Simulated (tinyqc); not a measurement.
Raising U: Hubbard chain of 5 sites, mean field against exact. Computed by the program tinyqc. Command: `OMP_NUM_THREADS=1 python tinyqc.py 111528 111529 out.jsonl`; one thread of a shared host (Intel(R) Xeon(R) Processor @ 2.60GHz), about 4 s.

one-body matrix (hopping and site energies) (eV):
```
,1,2,3,4,5
1,-0.5500,-0.7900,0.0000,0.0000,0.0000
2,-0.7900,-0.4300,-0.7900,0.0000,0.0000
3,0.0000,-0.7900,-0.2000,-0.7900,0.0000
4,0.0000,0.0000,-0.7900,0.0100,-0.7900
5,0.0000,0.0000,0.0000,-0.7900,0.5200
```

electrons, up and down: 3  1

Collinear unrestricted mean field (the lowest of 40 random starts) against exact diagonalisation.

Exact and mean-field results (eV):
```
U,U/t,E exact,E mean field,mean |n_up - n_down|,"double occupancy, exact",first gap in the sector
0.4000,0.5063,-4.054884,-4.045220,0.4000,0.1159,0.6901
0.7900,1.0000,-3.841482,-3.803226,0.4000,0.1030,0.6482
1.5800,2.0000,-3.484177,-3.335594,0.4209,0.0785,0.5590
2.3700,3.0000,-3.214784,-2.945437,0.5872,0.0587,0.4777
3.1600,4.0000,-3.013475,-2.699173,0.6862,0.0440,0.4096
4.7400,6.0000,-2.745434,-2.442390,0.7520,0.0259,0.3107
6.3200,8.0000,-2.581811,-2.312373,0.7735,0.0165,0.2465
9.4800,12.0000,-2.398437,-2.181707,0.7884,0.0081,0.1721
15.8000,20.0000,-2.239520,-2.076766,0.7958,0.0031,0.1061
```

In absolute terms mean field is worst at U/t = 4.0, 0.314 eV too high: at small U it is nearly exact, and at large U it still misses the motion of the hole through a fluctuating spin background. Relative to the exact energy its error is 0.2 % at the smallest U, 11 % at most and 7 % at the largest. The double occupancy falls from 0.116 to 0.003.
